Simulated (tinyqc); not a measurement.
# Gate-all-around wire with two subbands, quantum capacitance, step by step

Numbers from tinyqc (`OMP_NUM_THREADS=1 python tinyqc.py 2200005 2200006 out.jsonl`; about 0.01 s on one thread of a shared Intel Xeon 2.30GHz). Printed values are rounded.

phi is the Fermi level above the lowest subband edge, in volts; Vg is counted from the gate voltage at which an empty wire would have phi = 0. Both directions of motion are filled (equilibrium).

Parameters, values chosen for the exercise:

| symbol | value | unit | meaning |
|---|---|---|---|
| T | 400 | K | temperature |
| eox | 24.9 |  | relative permittivity of the gate insulator (close to zirconium oxide) |
| tox | 6.9 | nm | insulator thickness |
| md | 0.27 | m0 | mass along the wire |
| gv | 4 |  | valley degeneracy |
| E2 | 0.2 | eV | second subband above the first |
| g2 | 2 |  | orbital degeneracy of the second subband |
| rw | 2.7 | nm | radius of the wire |
| Vg | 1.13 | V | gate voltage |

Constants: q = 1.602176634e-19 C, kB = 1.380649e-23 J/K, hbar = 1.054571817e-34 J s, m0 = 9.1093837015e-31 kg, Vt = kB T/q, eps0 = 8.8541878128e-14 F/cm where lengths are in cm. Results are converted to the units shown.

## Gate capacitance

Cox = 2 pi eps0 eox/ln(1 + tox/rw) per length.

Cox = 10.92028 pF/cm

## Starting value

phi = 0.01 V.

phi at the start = 0.01 V

## Iteration 1: new phi

N1 = gv sqrt(2 md m0 kB T/(pi hbar^2)); n1 = N1 F(phi/Vt), n2 = g2 N1 F((phi - E2)/Vt), n = n1 + n2, F(e) = (1/sqrt(pi)) int_0^infinity u^(-1/2) du/(1 + exp(u - e)); Cq = q dn/dphi = (q N1/Vt) [F'(phi/Vt) + g2 F'((phi - E2)/Vt)]. Newton: f = phi + q (n)/Cox - Vg, phi(new) = phi - f/(1 + (Cq)/Cox).

n1 = 8.028299e6 cm^-1
n2 = 89808.97 cm^-1
Cq = 21.69786 pF/cm
f = -1.000895 V
phi after iteration 1 = 0.3450910 V

## Iteration 2: new phi

As before.

n1 = 3.965018e7 cm^-1
n2 = 5.017523e7 cm^-1
Cq = 40.30682 pF/cm
f = 0.5329715 V
phi after iteration 2 = 0.2314755 V

## Course of the iteration

Stop when the step is below 1e-10 V, or after 40 iterations.

Course of the iteration:
```
iteration  phi before the step (V)  step (V)
1                             0.01     0.335
2                        0.3450910    -0.114
3                        0.2314755    0.0161
4                        0.2476082   2.95e-5
5                        0.2476377  6.04e-10
6                        0.2476377   < 1e-13
```

Converged in 6 iterations.

## Charge and capacitances at the solution

converged phi = 0.2476377 V

N1 = gv sqrt(2 md m0 kB T/(pi hbar^2)); n1 = N1 F(phi/Vt), n2 = g2 N1 F((phi - E2)/Vt), n = n1 + n2, F(e) = (1/sqrt(pi)) int_0^infinity u^(-1/2) du/(1 + exp(u - e)); Cq = q dn/dphi = (q N1/Vt) [F'(phi/Vt) + g2 F'((phi - E2)/Vt)]. 1/C_G = 1/Cox + 1/(Cq); dphi/dVg = Cox/(Cox + Cq).

n = 6.014093e7 cm^-1
Cq = 57.18755 pF/cm
C_G = 9.169340 pF/cm
dphi/dVg = 0.1603380

Cq is 5.24 times Cox, so C_G is 84.0 % of Cox; 21.9 % of the gate voltage has gone into phi.
